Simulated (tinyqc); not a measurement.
From results back to parameters: armchair graphene nanoribbon in tight binding. Four cases, with inputs chosen for the exercise.

Problem. For an armchair ribbon without edge correction the gap is 2t times the smallest |1 + 2 cos(p pi/(N + 1))|, p = 1 to N. The gap below belongs to a hidden N between 3 and 40.

Case 1.

Values chosen (out of a larger set: near those used for graphene; not measured data): t = 2.69 eV (hopping).

gap = 0.30777 eV

Case 2.

Values chosen (out of a larger set: near those used for graphene; not measured data): t = 2.63 eV (hopping).

gap = 0.58460 eV

Case 3.

Values chosen (out of a larger set: near those used for graphene; not measured data): t = 2.57 eV (hopping).

gap = 0.32476 eV

Case 4.

Values chosen (out of a larger set: near those used for graphene; not measured data): t = 2.67 eV (hopping).

gap = 0.43404 eV

Find: N; family.

Solution.

Case 1.

N = 31

family: 3p+1

Near c = -1/2 the gap is about 2 pi t/(sqrt3 (N + 1)), which gives N + 1 = 31.7; the exact formula gives 0.31165, 0.30777 and 0.00000 eV for N = 30, 31 and 32.

Case 2.

N = 15

family: 3p

Near c = -1/2 the gap is about 2 pi t/(sqrt3 (N + 1)), which gives N + 1 = 16.3; the exact formula gives 0.00000, 0.58460 and 0.57083 eV for N = 14, 15 and 16.

Case 3.

N = 28

family: 3p+1

Near c = -1/2 the gap is about 2 pi t/(sqrt3 (N + 1)), which gives N + 1 = 28.7; the exact formula gives 0.32929, 0.32476 and 0.00000 eV for N = 27, 28 and 29.

Case 4.

N = 21

family: 3p

Near c = -1/2 the gap is about 2 pi t/(sqrt3 (N + 1)), which gives N + 1 = 22.3; the exact formula gives 0.00000, 0.43404 and 0.42651 eV for N = 20, 21 and 22.

Computed by tinyqc, one run a case: `OMP_NUM_THREADS=1 python tinyqc.py N N+1 out.jsonl` with N = 1480940, 1480947, 1481445, 1481453; one thread of a shared Intel(R) Xeon(R) Processor @ 2.30GHz, about 0.04 s a run at most.
